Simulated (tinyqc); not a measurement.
Frequency dispersion of an accumulation capacitance by border traps, distributed model: two steps of the calculation.

Traps spread evenly through the insulator exchange electrons with the semiconductor by tunnelling, with tau(x) = t0 exp(2 ka x) at depth x from the interface. The admittance per area Y seen at depth x obeys dY/dx = -Y^2/(i w eps0 eox) + q Nb ln(1 + i w tau)/tau, with Y(0) = i w Cs and w = 2 pi f; the gate sees Y(tox) = G + i w C. Working variable y = Y/(i w), in uF/cm^2. Cox = eps0 eox/tox.

Values chosen for this exercise; permittivity close to that of aluminium oxide: relative permittivity of the insulator eox = 8.75; insulator thickness tox = 8.6 nm; semiconductor capacitance in accumulation Cs = 4.3 uF/cm^2; density of border traps Nb = 7.3e19 cm^-3 eV^-1; decay constant of the wave function in the insulator ka = 5.2 1/nm; time constant of a trap at the interface t0 = 1e-11 s; frequency f = 100 Hz; depth down to which the steps are taken xe = 2.3 nm.

Constants: q = 1.602176634e-19 C, eps0 = 8.8541878128e-14 F/cm where lengths are in cm. Results are converted to the units shown.

Problem 1. Scales and lumped estimate. Cox; trap-free value 1/(1/Cox + 1/Cs); response depth d = ln(1/(w t0))/(2 ka), where w tau = 1; lumped estimate: all traps within d act as C_bt = q Nb d placed at d/2, so C = 1/{1/[1/(1/Cs + d/(2 eps0 eox)) + C_bt] + (tox - d/2)/(eps0 eox)}.

Wanted: Cox; trap-free C; d; C_bt; lumped C.

Solution 1.

Cox = 0.90086 uF/cm^2
trap-free C = 0.74482 uF/cm^2
d = 1.8159 nm
C_bt = 2.1239 uF/cm^2
lumped C = 0.83785 uF/cm^2

The traps within reach amount to 0.494 Cs and lie in the first 21.1 % of the insulator.

Problem 2. Midpoint steps through the active depth. In terms of y: dy/dx = -y^2/(eps0 eox) + s(x), s = q Nb ln(1 + z)/z, z = i w tau. 10 midpoint steps of h = xe/10: y_half = y + (h/2) y'(x, y), y(new) = y + h y'(x + h/2, y_half).

Wanted: x; s; y.

Solution 2.

```
point   x (nm)  s (uF/(cm^2 nm))     y (uF/cm^2)
0            0    1.1696+0.0000i  4.3000+0.0000i
1      0.23000    1.1696+0.0000i  4.0552+0.0000i
2      0.46000    1.1696+0.0000i  3.8621+0.0000i
3      0.69000    1.1696+0.0000i  3.7080+0.0000i
4      0.92000    1.1696-0.0001i  3.5840+0.0000i
5       1.1500    1.1696-0.0006i  3.4835+0.0000i
6       1.3800    1.1695-0.0063i  3.4016-0.0005i
7       1.6100    1.1643-0.0682i  3.3345-0.0050i
8       1.8400    0.8279-0.4437i  3.2671-0.0513i
9       2.0700    0.1248-0.2202i  3.0475-0.1260i
10      2.3000    0.0119-0.0383i  2.8032-0.1240i
```

Program tinyqc, `OMP_NUM_THREADS=1 python tinyqc.py 2202001 2202002 out.jsonl`; Intel Xeon 2.30GHz, shared host, one thread, about 0.6 s.
